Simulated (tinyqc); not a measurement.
Overlap of hydrogenic dopants: pairs, impurity band and the Mott density: one step. A pair with one electron. Two cases, with inputs chosen for the exercise.

Task: Form S, J, Kx, the two levels, t, and the total energy of the lower state with the repulsion, relative to a distant pair (-1).

Ry* = Ry m/eps^2, aB = a0 eps/m. For 1s orbitals a distance rho = R/aB apart, in Ry*: overlap S = exp(-rho)(1 + rho + rho^2/3), J = (2/rho)(1 - (1 + rho) exp(-2 rho)) (attraction to the other ion), Kx = 2 (1 + rho) exp(-rho) (exchange of one electron). One electron on a pair has E = -1 - (J +/- Kx)/(1 +/- S), without the repulsion 2/rho of the ions. Hopping after orthogonalisation: t = (Kx - S J)/(1 - S^2), half the splitting. Dopants on a lattice with z neighbours, n = 1/R^3 (simple cubic), give a band of width B = 2 z t, as on any lattice of two interpenetrating sublattices. Valleys, central cells and disorder are left out.

Give: S, J, Kx; levels; t; energy of the pair against a distant one (negative: bound).

Case 1.

Values chosen (out of a larger set: an isotropic mass and dielectric constant of the size used for donors in GaN; not measured data): rho = 5 aB (distance of a pair).

Ry* = 28.79432 meV
aB = 26.32033 angstrom

Result:

S, J, Kx: 0.09658  0.39989  0.08086

levels (Ry*): even -1.43841, odd -1.35314

t = 0.04263 Ry*
energy of the pair against a distant one (negative: bound) = -0.03841 Ry*

In this host the pair is 13.2 nm long and its splitting 2t is 2.46 meV.

Case 2.

Values chosen (out of a larger set: an isotropic mass and dielectric constant of the size used for donors in Si; not measured data): rho = 3.5 aB (distance of a pair).

Ry* = 28.53248 meV
aB = 21.38456 angstrom

Result:

S, J, Kx: 0.25919  0.56908  0.27178

levels (Ry*): even -1.66778, odd -1.40133

t = 0.13322 Ry*
energy of the pair against a distant one (negative: bound) = -0.09635 Ry*

In this host the pair is 7.5 nm long and its splitting 2t is 7.60 meV.

Computed by tinyqc, one run a case: `OMP_NUM_THREADS=1 python tinyqc.py N N+1 out.jsonl` with N = 1480207, 1482013; one thread of a shared Intel(R) Xeon(R) Processor @ 2.30GHz, about 0.01 s a run at most.
